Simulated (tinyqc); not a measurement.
Trap density from two Hall measurements.

Inverse problem. p-type body, charge-sheet picture, full ionisation (an idealisation for deep acceptors), Boltzmann statistics for free electrons. e = Ec - EF at the surface. psi = Eg - Vt ln(Nv/Na) - e; N_dep = sqrt(2 eps0 eps_r Na (psi - Vt)/q); n_f = sqrt(N_dep^2 + 2 eps0 eps_r Vt Nc exp(-e/Vt)/q) - N_dep; Vg = Vfb + psi + q (N_dep + n_t + n_f)/Cox, Cox = eps0 eox/tox. Find e and n_t at both points and the mean trap density between them.

Parameters, values chosen for the exercise; band and dielectric values close to those of silicon:
```
symbol,value,unit,meaning
T,300,K,temperature
Eg,1.12,eV,band gap
eps_r,11.9,,relative permittivity
Nc,2.83e19,cm^-3,conduction-band density of states at T
Nv,2.65e19,cm^-3,valence-band density of states at T
eox,3.9,,relative permittivity of the insulator
tox,31,nm,insulator thickness
Na,1.6e16,cm^-3,acceptor density
Vfb,-0.72,V,flat-band voltage without trapped charge
```

Constants: q = 1.602176634e-19 C, kB = 1.380649e-23 J/K, Vt = kB T/q, eps0 = 8.8541878128e-14 F/cm where lengths are in cm. Results are converted to the units shown.

Vg (V): [0.94300541, 1.5515836]
free sheet density from the Hall effect (cm^-2): [3.5582475e8, 1.1948272e10]

Solution. Each n_f fixes e; what the gate voltage holds beyond psi, N_dep and n_f is trapped; the difference quotient is the density, smeared over a few Vt.

e (eV): [0.2720, 0.1790]
n_t (cm^-2): [3.352e11, 6.562e11]
mean trap density = 3.451e12 cm^-2 eV^-1

Program tinyqc, `OMP_NUM_THREADS=1 python tinyqc.py 2222059 2222060 out.jsonl`; Intel Xeon 2.30GHz, shared host, one thread, about 0.02 s.
